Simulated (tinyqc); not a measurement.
# Changing the offset spacer

Model: two-dimensional dopant profile at a mask edge: lateral junction, overlap and effective channel length. Computed by tinyqc, a small Python program. Command: `OMP_NUM_THREADS=1 python tinyqc.py 3004671 3004672 out.jsonl lateral sweep`. One thread of a shared host (Intel(R) Xeon(R) Processor @ 2.30GHz), about 0.01 s of CPU time with the checks.

Ions enter for y < 0; the mask (spacer, then gate) covers y > 0. x is the depth. The surface reflects dopant during the anneal.

Inputs (values chosen for the exercise, modelled on a source-drain extension in silicon):
```
quantity               value    unit
dose Q               6.7e+14  1/cm^2
projected range R_p       58      nm
vertical straggle         25      nm
lateral straggle          21      nm
anneal budget D t    1.2e-11    cm^2
channel doping C_B   1.2e+18  1/cm^3
gate length L_g          590      nm
oxide thickness          3.1      nm
```

Constants: eps_0 = 8.8541878128e-12 F/m.

Method:
- Widths s_x^2 = (vertical straggle)^2 + 2 D t, s_y^2 = (lateral straggle)^2 + 2 D t. C(x, y) = V(x) (1/2) erfc(y/(sqrt2 s_y)), V(x) = Q/(sqrt(2 pi) s_x) [exp(-(x - R_p)^2/(2 s_x^2)) + exp(-(x + R_p)^2/(2 s_x^2))]; 1 nm = 1e-7 cm.
- The vertical junction far from the mask solves V(x) = C_B.
- The lateral junction at depth x solves C = C_B: y_j(x) = sqrt2 s_y erfc^-1(2 C_B/V(x)). Overlap under the gate = y_j(0) - spacer; metallurgical channel L_met = L_g - 2 overlap (tails from the two sides are not added).
- Abruptness at y_j(0) in nm per decade = ln(10) s_y sqrt(pi/2) exp(u^2) erfc(u), u = y_j/(sqrt2 s_y). Overlap capacitance per width = 3.9 eps_0 overlap/t_ox (zero if there is no overlap).

One run for each value:
```
offset spacer (nm)  overlap (nm)  metallurgical channel L_met (nm)  overlap capacitance (fF/um)
0                         107.84                            374.33                       1.2012
21                         86.84                            416.33                       0.9673
41                         66.84                            456.33                       0.7445
62                         45.84                            498.33                       0.5106
83                         24.84                            540.33                       0.2767
100                         7.84                            574.33                       0.0873
120                       -12.16                            614.33                       0.0000
140                       -32.16                            654.33                       0.0000
```

Describe and explain the trends.

Over the rows, overlap (nm) falls from 108 to -32.2; metallurgical channel L_met (nm) rises from 374 to 654; overlap capacitance (fF/um) falls from 1.20 to 0, flat over part of the range. The spacer shifts the whole profile, trading overlap capacitance against channel length (and, outside this model, series resistance); a negative overlap is an underlap.
